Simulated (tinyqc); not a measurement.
Thresholds of impact ionisation and Auger recombination from band masses: sweeps and comparisons. A value that a table varies takes the place of the one given here.

Parabolic bands, no phonon. At threshold the three slow carriers share one velocity. With M their total mass and m4 the mass of the fast carrier, the fast carrier has the kinetic energy E_T = G M/(M - m4) and the slow ones together E_a = G m4/(M - m4), the activation energy of the Auger rate. CCCH (fast electron): G = Eg, M = 2 me + mh, m4 = me. CHHS (hole into the split-off band): G = Eg - Dso, M = 2 mh + me, m4 = ms; this form holds for Eg > Dso (below, the process needs about Dso - Eg and is marked by a dash). CHHL (hole into the light band): G = Eg, M = 2 mh + me, m4 = ml. CHHH (fast heavy hole): G = Eg, M = 2 mh + me, m4 = mh.

Non-parabolic fast electron: E (1 + alpha E) = c k^2/me with alpha = (1 - me)^2/Eg; the slow carriers stay parabolic, so E_T = Eg + me E_T (1 + alpha E_T)/M, M = 2 me + mh (the root between Eg and 1.9 Eg).

Constants: kB = 8.617333262e-05 eV/K; hc = 1239.841984 eV nm.

Parameters, chosen for this exercise (near those of GaSb, gap at low temperature and not tied to T; not measured data):
- Eg = 0.807 eV (gap at Gamma to the s-like level)
- Dso = 0.744 eV (spin-orbit splitting)
- me = 0.0383 m0 (electron mass at Gamma)
- mh = 0.36 m0 (heavy-hole mass)
- ms = 0.125 m0 (split-off mass)
- ml = 0.044 m0 (light-hole mass)
- T = 350 K (temperature)

## The gap of an alloy series

Eg is varied with me and ml proportional to it; mh, ms and Dso are kept. E_a of three processes; wavelength hc/Eg.

Results:
```
Eg (eV)  wavelength (micrometre)      me  CCCH (meV)  CCCH non-parabolic (meV)  CHHS (meV)  CHHL (meV)  log10 exp(-E_a/kT), non-parabolic
0.242                       5.12  0.0115         7.5                      15.8           -         4.4                              -0.23
0.404                       3.07  0.0192        20.4                      44.7           -        12.4                              -0.64
0.605                       2.05  0.0287        44.7                     102.3           -        27.9                              -1.47
0.807                       1.54  0.0383        77.6                     186.3        12.4        49.7                              -2.68
1.009                       1.23  0.0479       118.5                     298.9        51.5        77.9                              -4.30
1.291                       0.96  0.0613       187.8                     509.7       104.2       127.8                              -7.34
1.614                       0.77  0.0766       283.2                     842.5       161.9       200.4                             -12.13
```

E_a of CCCH goes nearly as Eg^2 (power 1.91 over the table), as both G and me grow; the non-parabolic value goes with the power 2.10, and its Boltzmann factor spans 11.9 decades; rows with E_a far above kT are formal, since phonon-assisted processes and side valleys rule there. CHHS is resonant at Eg = Dso = 0.744 eV, with no activation, and is the easiest process near there; it has the lowest E_a of the parabolic values for Eg = 0.807, 1.009, 1.291 and 1.614 eV.

## The mass ratio

mu = me/mh is varied; thresholds in units of Eg for ionisation started by an electron, (1 + 2 mu)/(1 + mu), and by a heavy hole, (2 + mu)/(1 + mu).

Results:
```
mu     electron (Eg)  hole (Eg)  electron (eV)  hole (eV)
0.039         1.0375     1.9625          0.837      1.584
0.106         1.0958     1.9042          0.884      1.537
0.250         1.2000     1.8000          0.968      1.453
0.630         1.3865     1.6135          1.119      1.302
0.900         1.4737     1.5263          1.189      1.232
1.000         1.5000     1.5000          1.210      1.210
2.500         1.7143     1.2857          1.383      1.038
```

The two thresholds add up to 3 Eg in every row and are equal, 3/2 Eg, at mu = 1. The lighter carrier has the lower threshold; in the first row the two differ by 0.746 eV, which would favour one carrier in avalanche multiplication. Real ionisation rates depend on the whole band structure and can be nearly equal although the edge masses differ.

## What each parameter does

Activation energies. Each row changes one parameter from the base and keeps the others.

Results:
```
case             CCCH (meV)  CCCH non-parabolic (meV)  CHHL (meV)
base                  77.60                    186.34       49.71
Eg = 0.8877 eV        85.36                    204.97       54.68
Dso = 0.6696 eV       77.60                    186.34       49.71
me = 0.0421 m0        84.49                    206.86       49.45
mh = 0.396 m0         71.17                    167.06       45.16
ms = 0.1375 m0        77.60                    186.34       49.71
ml = 0.0396 m0        77.60                    186.34       44.47
```

The largest shifts from the base row, up to three for each result and ties (the steps differ in size, so this ranks the rows, not the parameters). CCCH (meV): Eg +7.76, me +6.89, mh -6.43; unchanged at the printed digits by Dso, ms and ml. CCCH non-parabolic (meV): me +20.52, mh -19.28, Eg +18.63; unchanged at the printed digits by Dso, ms and ml. CHHL (meV): ml -5.24, Eg +4.97, mh -4.55; unchanged at the printed digits by Dso and ms.

tinyqc: `OMP_NUM_THREADS=1 python tinyqc.py 1880117 1880118 out.jsonl`; about 0.01 s, one thread, shared Intel(R) Xeon(R) Processor @ 2.30GHz.
